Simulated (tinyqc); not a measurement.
From results back to parameters: band folding and unfolding in a supercell of a chain. Two cases, with inputs chosen for the exercise.

Problem. A chain with hopping -t and site energies alternating +V, -V has E = -/+ sqrt(V^2 + 4 t^2 cos^2(ka)); the lower state has weight (1 + 2t cos(ka)/|E|)/2 on k and the rest on k + pi/a. The gap at ka = pi/2 and the full spread at k = 0 come from hidden t and V.

Case 1.

values (eV): gap 0.86000, spread at k = 0 2.73854

Case 2.

values (eV): gap 0.66000, spread at k = 0 5.24172

Find: V, t; weight of the lowest state on k = 0.

Solution. The gap is 2V and the spread 2 sqrt(V^2 + 4t^2).

Case 1.

V, t (eV): 0.430  0.650

weight of the lowest state on k = 0 = 0.9747

Case 2.

V, t (eV): 0.330  1.300

weight of the lowest state on k = 0 = 0.9960

Computed by tinyqc, one run a case: `OMP_NUM_THREADS=1 python tinyqc.py N N+1 out.jsonl` with N = 1450762, 1450772; one thread of a shared Intel(R) Xeon(R) Processor @ 2.30GHz, about 0.01 s a run at most.
